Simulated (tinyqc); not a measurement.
Stripping the layer step by step: sheet resistance and Hall data of a diffused or implanted layer. Computed by tinyqc, a small Python program. Command: `OMP_NUM_THREADS=1 python tinyqc.py 3023647 3023648 out.jsonl layer walk`. One thread of a shared host (Intel(R) Xeon(R) Processor @ 2.30GHz), about 0.01 s of CPU time with the checks.

Carriers are taken equal to the net active doping down to the junction (full ionisation, which deep dopants in wide-gap hosts do not reach; no spill-over, no depletion), and the Hall factor is 1.

Inputs (values chosen for the exercise, modelled on donors in GaAs):

| quantity | value | unit |
|---|---|---|
| mu_min | 506 | cm^2/(V s) |
| mu_max | 9150 | cm^2/(V s) |
| N_ref | 5.8e+16 | 1/cm^3 |
| exponent alpha | 0.39 | - |
| peak concentration N_0 | 4.2e+19 | 1/cm^3 |
| length scale l | 89 | nm |
| background doping N_B (opposite type) | 7.4e+15 | 1/cm^3 |
| solubility limit N_s | 8.3e+18 | 1/cm^3 |

Profile: Gaussian at the surface. Activation: limited by solubility.

Constants: e = 1.602176634e-19 C.

Method:
- N(x) = N_0 exp(-x^2/l^2), dose N_0 l sqrt(pi)/2, junction x_j = l sqrt(ln(N_0/N_B)).
- Mobility mu = mu_min + (mu_max - mu_min)/(1 + (N_t/N_ref)^alpha), N_t = active doping + N_B; carriers n = active doping - N_B, active doping min(N, N_s).
- Integrals from x_0 (0 unless stated) to x_j by the midpoint rule on 400 even intervals: 1/R_s = e int n mu dx; sheet density n_s = int n dx; Hall sheet density (int n mu dx)^2/int n mu^2 dx; Hall mobility int n mu^2 dx/int n mu dx.
- After removing a depth d the integrals start at d. Differences between neighbouring rows give the local conductivity -d(1/R_s)/dx at the middle of the slice (the last slice uses one more step, not listed).

junction depth x_j = 261.665 nm

Differential sheet resistance:

| removed d (nm) | R_s (ohm) | slice conductivity (S/cm) | sigma at mid-slice (S/cm) |
|---|---|---|---|
| 0 | 31.7 | 2120.2 | 2120.2 |
| 26 | 38.4 | 2120.2 | 2120.2 |
| 52 | 48.7 | 2120.2 | 2120.2 |
| 78 | 66.5 | 2120.2 | 2120.2 |
| 104 | 105.1 | 1890.1 | 1953.3 |
| 130 | 217.2 | 1034.1 | 1017.9 |
| 156 | 521.8 | 476.6 | 465.3 |
| 182 | 1476.4 | 188.8 | 182.3 |

What follows from these numbers?

R_s doubles after removing between 52.0 and 78.0 nm of a layer 262 nm deep, so half the current flows above that depth. Where sigma exceeds a tenth of its largest listed value, the slice values agree with it within 4 %.

Extremes, crossings and ranges named in words are read from the listed rows.
